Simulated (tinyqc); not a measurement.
Tunnelling through a two-layer gate stack, WKB transmission and Tsu-Esaki current: one step of the calculation.

Electrons leave the emitter at x = 0. Energies E (motion across the layers) are in eV from the emitter Fermi level; the collector Fermi level lies at -V and offers states at every E. No charge in the dielectric and no image force: F1 = V/(t1 + t2 eps1/eps2), F2 = F1 eps1/eps2; U = phi1 - F1 x in layer 1 and phi2 - F1 t1 - F2 (x - t1) in layer 2. With C = hbar^2/(2 m0), kappa = sqrt(m (U - E)/C) where U > E and 0 elsewhere; T(E) = exp(-S), S = 2 times the integral of kappa over x.

Question. Fields and band edges. F1 = V/(t1 + t2 eps1/eps2), F2 = F1 eps1/eps2; U = phi1 - F1 x in layer 1 and phi2 - F1 t1 - F2 (x - t1) in layer 2. EOT = 3.9 (t1/eps1 + t2/eps2).

Inputs (values chosen for the exercise); layer 1 close to silicon dioxide, layer 2 close to aluminium oxide:
```
symbol,value,unit,meaning
phi1,3.11,eV,barrier of layer 1 above the emitter Fermi level at zero bias
m1,0.51,m0,tunnelling mass of layer 1
t1,0.8,nm,thickness of layer 1
eps1,3.88,,relative permittivity of layer 1
phi2,2.51,eV,barrier of layer 2 at zero bias
m2,0.4,m0,tunnelling mass of layer 2
t2,2.3,nm,thickness of layer 2
eps2,8.72,,relative permittivity of layer 2
V,0.3,V,voltage across the dielectric
```

Find: F1; F2; U at the end of layer 1; U at the start of layer 2; U at the end of layer 2; EOT.

Answer.

F1 = 1.6453 MV/cm
F2 = 0.73208 MV/cm
U at the end of layer 1 = 2.9784 eV
U at the start of layer 2 = 2.3784 eV
U at the end of layer 2 = 2.2100 eV
EOT = 1.8328 nm

Computed by the program tinyqc: `OMP_NUM_THREADS=1 python tinyqc.py 2540133 2540134 out.jsonl`, one thread of a shared Intel Xeon 2.30GHz, about 0.05 s for the whole run.
